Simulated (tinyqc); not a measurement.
Yield per ion against the flux ratio: ion-assisted plasma etching: sheath, surface coverage, synergy and aspect-ratio dependence. Computed by tinyqc, a small Python program. Command: `OMP_NUM_THREADS=1 python tinyqc.py 3023558 3023559 out.jsonl etch walk`. One thread of a shared host (Intel(R) Xeon(R) Processor @ 2.30GHz), about 0.06 s of CPU time with the checks.

Radicals adsorb on bare sites; ions remove covered sites with a high yield and bare sites by sputtering; a slow spontaneous reaction acts everywhere, walls included.

Inputs (values chosen for the exercise, close to those used for silicon in a halogen plasma):
```
quantity                                value       unit
plasma density n_e                    5.9e+09     1/cm^3
electron temperature T_e                  4.8         eV
ion mass M_i                               80          u
sheath voltage V                           62          V
radical density n                       4e+13     1/cm^3
radical mass M_n                           80          u
gas temperature T_g                       600          K
sticking coefficient s                   0.21          -
radicals per removed unit x                 2          -
yield slope b                            0.29  eV^(-1/2)
threshold E_th                             11         eV
sputter slope b_p                       0.014  eV^(-1/2)
sputter threshold E_p                      26         eV
spontaneous reaction probability k_c  3.7e-05          -
solid density N                         5e+22     1/cm^3
ion temperature T_i                      0.47         eV
```

Feature: round hole.

Constants: e = 1.602176634e-19 C; u = 1.6605390666e-27 kg; k_B = 1.380649e-23 J/K; eps_0 = 8.8541878128e-12 F/m.

Method:
- Bohm speed u_B = sqrt(e T_e/M_i); ion flux G_i = 0.61 n_e u_B; radical flux G_n = n c/4 with c = sqrt(8 k_B T_g/(pi M_n)).
- Debye length lambda_D = sqrt(eps_0 T_e/(e n_s)) with n_s = 0.61 n_e, T_e in volts; Child-law sheath d = (sqrt2/3) lambda_D (2 V/T_e)^(3/4); ion energy E = V + T_e/2; angular spread = arctan(sqrt(T_i/E)).
- Yields: Y = b (sqrt(E) - sqrt(E_th)) on covered sites, Y_p = b_p (sqrt(E) - sqrt(E_p)) on bare ones (zero below threshold).
- Steady coverage: s G_n (1 - theta) = x Y G_i theta; removal flux = Y G_i theta + Y_p G_i (1 - theta) + k_c G_n; rate = flux/N, 1 cm/s = 6e8 nm/min.
- The ion flux is fixed and the radical flux set by the ratio; the removal per ion is the removal flux over G_i.

yield Y = 1.36542

sputter yield Y_p = 0.0409632

ion flux G_i = 8.65941e+14 1/(cm^2 s)

Open field:
```
G_n/G_i    theta  rate (nm/min)  removal per ion
0.3      0.02255          0.736           0.0708
1        0.07141          1.409           0.1356
3        0.18745          3.007           0.2893
10       0.43471          6.412           0.6171
30       0.69761         10.038           0.9660
100      0.88492         12.643           1.2167
300      0.95845         13.732           1.3215
1000     0.98716         14.396           1.3854
3000     0.99568         15.282           1.4707
```

Coverage reaches one half at G_n/G_i = x Y/s = 13.0. Below that the ion-assisted part follows the radical flux, on top of the sputter floor Y_p = 0.0410; above it the ion-assisted part saturates at Y = 1.37 per ion, and the further rise to 1.47 comes from the spontaneous reaction, which costs anisotropy.
